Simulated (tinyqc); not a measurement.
Deformation potentials from a strained empirical pseudopotential: one step. Xu of the Delta valleys and b. Three cases, with inputs chosen for the exercise.

Task: For e = diag(-h/2, -h/2, h): E(Delta z) - E(Delta x) = Xu (ezz - exx), and without spin-orbit coupling E(Z) - E(X, Y) = 3 b (ezz - exx); Z is the single level, X and Y the pair.

Case 1.

Values chosen (out of a larger set: near those of Si; not measured data): h = 0.001 (size of the test strain).

Delta x, Delta z (eV): 1.2336642  1.2456668

valence levels (eV): -0.0099114  0.0049557  0.0049557

Case 2.

Values chosen (out of a larger set: near those of Si; not measured data): h = 0.002 (size of the test strain).

Delta x, Delta z (eV): 1.1236769  1.1475444

valence levels (eV): -0.0197907  0.0098954  0.0098954

Case 3.

Values chosen (out of a larger set: near those of Si; not measured data): h = 0.005 (size of the test strain).

Delta x, Delta z (eV): 1.0587017  1.1185972

valence levels (eV): -0.0494155  0.0247077  0.0247077

Give: Xu; b.

Result:

Case 1.

Xu = 8.00 eV
b = -3.30 eV

Case 2.

Xu = 7.96 eV
b = -3.30 eV

Case 3.

Xu = 7.99 eV
b = -3.29 eV

Stretching along z raises the valleys on the z axis and lowers the Z valence state. One-sided differences carry an error of order h. A local potential fitted to band energies alone fixes these slopes only roughly; b tends to come out too large and Xu of L too small.

Computed by tinyqc, one run a case: `OMP_NUM_THREADS=1 python tinyqc.py N N+1 out.jsonl` with N = 1850054, 1850099, 1850120; one thread of a shared Intel(R) Xeon(R) Processor @ 2.30GHz, about 0.3 s a run at most.
